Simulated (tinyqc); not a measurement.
Coherent transport through a tight-binding region between two chains, step by step. Computed by tinyqc, a small Python program that keeps every step. Settings: temperature = 77, mu = -0.29. Command: `OMP_NUM_THREADS=1 python tinyqc.py 25519 25520 out.jsonl` (the two numbers bound the seeds that draw the settings). One thread of a shared host (Intel(R) Xeon(R) Processor @ 2.60GHz), about 0.09 s of CPU time with the checks.

## Transmission at E = -0.13 eV

H of the central region (eV), lower triangle:
```
           1          2         3
1   0.410000
2  -0.940000  -0.740000
3   0.000000  -1.020000  0.220000
```

Leads: semi-infinite chains with site energy 0:
```
parameter                           value
lead hopping t (eV)              2.300000
coupling to the left lead (eV)   0.680000
coupling to the right lead (eV)  1.360000
left contact site                       1
right contact site                      3
```

E = -0.130000 eV

Surface Green function g = (E - i sqrt(4 t^2 - E^2)) / (2 t^2); self-energy tc^2 g on each contact site; G = (E - H - Sigma)^(-1); Gamma = -2 Im Sigma; T = Gamma_L Gamma_R |G_LR|^2; local density of states -Im G_ii / pi.

g = -0.012287-0.434609i 1/eV

G (1/eV), lower triangle:
```
                     1                   2                    3
1  -0.746382-0.493837i
2   0.533991-0.121139i  0.277635-0.183021i
3   0.368494+0.527550i  0.322246+0.221092i  -0.532308-0.618395i
```

local density of states (1/eV): 0.157193  0.058257  0.196841

transmission = 0.267581

## Transmission across the band

The same steps on a grid of energies.

T(E):
```
E (eV)              T
-4.37000000  0.000019
-3.93300000  0.000105
-3.49600000  0.000372
-3.05900000  0.001312
-2.62200000  0.005500
-2.18500000  0.036480
-1.74800000  0.451930
-1.31100000  0.182644
-0.87400000  0.126690
-0.43700000  0.168740
0.00000000   0.338906
0.43700000   0.678840
0.87400000   0.856516
1.31100000   0.655287
1.74800000   0.093996
2.18500000   0.015174
2.62200000   0.003523
3.05900000   0.001004
3.49600000   0.000312
3.93300000   0.000092
4.37000000   0.000017
```

levels of the isolated region (eV): -1.700434  0.317785  1.272649

## Current

I = (2e/h) int T(E) [f(E - mu - V/2) - f(E - mu + V/2)] dE at 77 K with mu = -0.29 eV, the bias not changing H; 2e^2/h = 77.48092 microsiemens; the integral runs over the band on 4001 points.

Current:
```
V (volt)  I (microampere)
0.010000         0.159595
0.050000         0.798304
0.100000         1.598669
0.200000         3.213856
0.400000         6.560497
0.800000        14.193177
```
